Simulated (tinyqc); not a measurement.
Free and nearly free electrons in a metal: sweeps and comparisons. A value that a table varies takes the place of the one given here.

The cubic cell holds 2 atoms: n = 2 z/a^3, kF = (3 pi^2 n)^(1/3), EF = c kF^2/m, vF = 2 c kF/(m hbar), c = hbar^2/2m0; rs = (3/(4 pi n))^(1/3)/a0; D(EF) = 3 n/(2 EF).

Two plane waves k and k - G, G = (110) (2 pi/a): H = [[c k^2/m, V], [V, c (k - G)^2/m]] with c = hbar^2/2m0.

Square wire of width w with grain size w: rho/rho0 = 1/(1 - 3 al/2 + 3 al^2 - 3 al^3 ln(1 + 1/al)) + (3/4) (1 - p) l/w, with al = (l/w) Rg/(1 - Rg) (Mayadas-Shatzkes plus the thick-wire form of Fuchs-Sondheimer); l = hbar kF/(n e^2 rho), e = 1.602176634e-19 C.

Constants: hbar^2/2m0 = 3.80998211 eV angstrom^2; hbar = 6.58211957e-16 eV s; a0 (Bohr radius) = 0.5291772105 angstrom.

Parameters, chosen for this exercise (near those of K; the results hold for these values, not for the real material): a = 5.221 angstrom (bcc lattice constant); z = 1 (free electrons an atom); m = 1 m0 (mass); rho = 7.08 micro-ohm cm (bulk resistivity); p = 0 (specularity of the surfaces); Rg = 0.44 (reflection at grain boundaries); w = 30 nm (wire width).

## When the Fermi surface touches the face

On the face the lower band is E = c (G^2/4 + q^2)/m - V, q along the face. EF is held at its free value. A neck opens where EF > c G^2/(4m) - V, with radius q; the second band fills where EF > c G^2/(4m) + V.

Necks:

| V (eV) | lower band at the face centre (eV) | neck radius (1/angstrom) | radius/kF |
|---|---|---|---|
| 0.2 | 2.559 | - | - |
| 0.5 | 2.259 | - | - |
| 0.8 | 1.959 | 0.2078 | 0.278 |
| 1.1 | 1.659 | 0.3492 | 0.468 |
| 1.4 | 1.359 | 0.4480 | 0.600 |
| 1.8 | 0.959 | 0.5529 | 0.741 |
| 2.2 | 0.559 | 0.6408 | 0.858 |
| 2.6 | 0.159 | 0.7181 | 0.962 |

EF = 2.123 eV
c G^2/(4m) = 2.759 eV

Contact needs V > 0.635 eV. It is first met at V = 0.8 eV of those listed, and the radius then grows as the square root of the excess, to 0.962 kF at 2.6 eV. EF is held at its free value here; a count of states lowers it as V grows, strongly for V of an eV or more, so the threshold is a lower bound, the radii are upper bounds, and some necks may vanish.

## Resistivity of narrow wires

Wires:

| w (nm) | al | grain term (factor - 1) | surface term | rho (micro-ohm cm) |
|---|---|---|---|---|
| 200 | 0.121 | 0.176 | 0.116 | 9.14 |
| 100 | 0.242 | 0.346 | 0.231 | 11.17 |
| 50 | 0.484 | 0.679 | 0.462 | 15.16 |
| 30 | 0.807 | 1.118 | 0.771 | 20.45 |
| 20 | 1.211 | 1.662 | 1.156 | 27.03 |
| 14 | 1.730 | 2.358 | 1.651 | 35.47 |
| 10 | 2.422 | 3.284 | 2.312 | 46.70 |
| 7 | 3.460 | 4.671 | 3.303 | 63.54 |

l = 30.83 nm

At 7 nm the resistivity is 8.97 times the bulk value; grain boundaries add more (4.67 from grains, 3.30 from surfaces). It passes twice the bulk value between 100 and 50 nm. The surface formula is meant for w above l = 31 nm, so the rows below that are rough.

## What sets the wire resistivity

All results formed anew. Each row changes one parameter from the base and keeps the others.

Results:

| case | EF (eV) | l (nm) | wire rho (micro-ohm cm) |
|---|---|---|---|
| base | 2.123 | 30.83 | 20.450 |
| a = 5.378 angstrom | 2.001 | 32.71 | 21.255 |
| m = 1.2 m0 | 1.770 | 30.83 | 20.450 |
| rho = 8.496 micro-ohm cm | 2.123 | 25.69 | 21.901 |
| p = 0.3 | 2.123 | 30.83 | 18.813 |
| Rg = 0.308 | 2.123 | 30.83 | 17.084 |
| w = 21 nm | 2.123 | 30.83 | 26.091 |

The largest shifts from the base row, up to three for each result and ties (the steps differ in size, so this ranks the rows, not the parameters). EF (eV): m -0.354, a -0.122; unchanged at the printed digits by rho, p, Rg and w. l (nm): rho -5.14, a +1.88; unchanged at the printed digits by m, p, Rg and w. wire rho (micro-ohm cm): w +5.641, Rg -3.366, p -1.637; unchanged at the printed digits by m. The mass drops out of l at given rho, because vF falls and tau rises by the same factor.

Program tinyqc; command `OMP_NUM_THREADS=1 python tinyqc.py 1652798 1652799 out.jsonl`; about 0.01 s on one thread of a shared Intel(R) Xeon(R) Processor @ 2.30GHz.
